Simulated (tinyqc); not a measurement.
p-n diode, drift-diffusion by the Gummel loop with Scharfetter-Gummel fluxes: one step of the calculation.

Abrupt junction at x = 0, p side from -Lp, n side to Ln, ohmic contacts. psi is counted from the intrinsic level; n = ni exp((psi - phin)/Vt), p = ni exp((phip - psi)/Vt). Contacts: p side psi = V - Vt ln(Na/ni), p = Na, n = ni^2/Na; n side psi = Vt ln(Nd/ni), n = Nd, p = ni^2/Nd. Constant mobilities, D = mu Vt, Boltzmann statistics, SRH recombination through a mid-gap level, U = (n p - ni^2)/(tp (n + ni) + tn (p + ni)). Current is positive from the p contact to the n contact.

Question. Hole continuity. With psi and the new n held, F_i = (mup Vt/h_i) [p_(i+1) B(-d_i) - p_i B(d_i)], d_i = (psi_(i+1) - psi_i)/Vt, B(d) = d/(exp(d) - 1); solve F_i - F_(i-1) = w_i [(n_i p_i - ni^2)/den_i - G] for the new p, with den = tp (n + ni) + tn (p + ni) taken at the new n and the old p, h_i = x_(i+1) - x_i, w_i = (h_(i-1) + h_i)/2; phip = psi + Vt ln(p/ni).

Inputs (values chosen for the exercise); band and dielectric values close to those of In0.53Ga0.47As:
```
symbol   value        unit                         meaning
T          350           K                     temperature
Na      4.7e15       cm^-3  acceptor density of the p side
Nd      6.6e16       cm^-3     donor density of the n side
mup        210  cm^2/(V s)                   hole mobility
tn        1e-9           s       SRH lifetime of electrons
tp        6e-8           s           SRH lifetime of holes
G            0  cm^-3 s^-1         uniform generation rate
```

Constants: q = 1.602176634e-19 C, kB = 1.380649e-23 J/K, Vt = kB T/q. Results are converted to the units shown.

```
node  x (nm)      psi (V)  new n (cm^-3)  p after Poisson (cm^-3)
0      -7200  -0.00901813    8.7222383e9                   4.7e15
1      -3430  -0.00957221   2.0259152e12             4.7020343e15
2      -1620  -0.00974713   3.3683553e12             4.7032950e15
3       -745  -0.00969946   4.1760871e12             4.6889337e15
4       -324  -0.00426167   5.4693038e12             3.9137984e15
5       -121   0.06363469   5.2774715e13             4.1189316e14
6      -23.5   0.17902853   2.4224308e15             8.9669857e12
7       23.5   0.26610015   4.3454083e16             4.9329537e11
8       90.7   0.27797034   6.4410163e16             3.0905428e11
9        187   0.27868399   6.5952499e16             2.6122020e11
10       324   0.27870540   6.5999494e16             2.0271040e11
11       520   0.27870559   6.6000119e16             1.1941081e11
12       800   0.27870539         6.6e16              6.2112909e8
```

ni = 6.4026963e12 cm^-3

Give: new p; phip after round 2.

Answer.

```
node  new p (cm^-3)  phip after round 2 (V)
0         4.7000e15                 0.19000
1         4.7030e15                 0.18947
2         4.7048e15                 0.18930
3         4.6906e15                 0.18926
4         3.9152e15                 0.18925
5         4.1204e14                 0.18924
6         8.9703e12                 0.18920
7         4.9349e11                 0.18880
8         3.0918e11                 0.18657
9         2.6133e11                 0.18221
10        2.0279e11                 0.17458
11        1.1946e11                 0.15862
12         6.2113e8                 0.00000
```

Program tinyqc, `OMP_NUM_THREADS=1 python tinyqc.py 2240158 2240159 out.jsonl`; Intel Xeon 2.30GHz, shared host, one thread, about 0.2 s.
